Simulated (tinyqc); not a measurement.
The basis set: RHF and MP2 along a ladder of basis sets, for H2, spin multiplicity 1. Computed by the program tinyqc with PySCF. Command: `OMP_NUM_THREADS=1 python tinyqc.py 111416 111417 out.jsonl`; one thread of a shared host (Intel(R) Xeon(R) Processor @ 2.60GHz), about 0.5 s.

Geometry (angstrom):

| atom | x | y | z |
|---|---|---|---|
| H | 0.0000 | 0.0000 | 0.0000 |
| H | 0.0000 | 0.0000 | 0.7230 |

Same geometry throughout; the dipole is taken about the origin.

RHF and frozen-core MP2 in a ladder of bases:

| basis | functions | E(RHF) (hartree) | E(MP2 corr) (hartree) | HOMO (eV) | LUMO (eV) | dipole (debye) |
|---|---|---|---|---|---|---|
| sto-3g | 2 | -1.117390 | -0.012747 | -15.9365 | 18.7489 | 0.0000 |
| 3-21g | 4 | -1.122854 | -0.017154 | -16.2708 | 7.3240 | 0.0000 |
| 6-31g | 4 | -1.126792 | -0.017197 | -16.3549 | 6.6124 | 0.0000 |
| 6-31g** | 10 | -1.131265 | -0.026309 | -16.3328 | 6.6370 | 0.0000 |
| cc-pvdz | 10 | -1.128277 | -0.026217 | -16.2617 | 5.4607 | 0.0000 |
| aug-cc-pvdz | 18 | -1.128355 | -0.027122 | -16.2725 | 1.6790 | 0.0000 |
| cc-pvtz | 28 | -1.132894 | -0.031615 | -16.3264 | 4.6153 | 0.0000 |

From cc-pVDZ to cc-pVTZ the RHF energy falls by 4.6 mhartree and the correlation energy by 5.4. If valence correlation converges as X^-3, (27 E(T) - 8 E(D))/19 gives -0.0339 hartree, a rough estimate from such small X that usually falls short; STO-3G holds about 38 % of it. Beyond STO-3G the LUMO moves by 5.6 eV and the HOMO by 0.1 eV; diffuse functions lower the positive LUMO sharply, since an unbound virtual level tracks the most diffuse function.
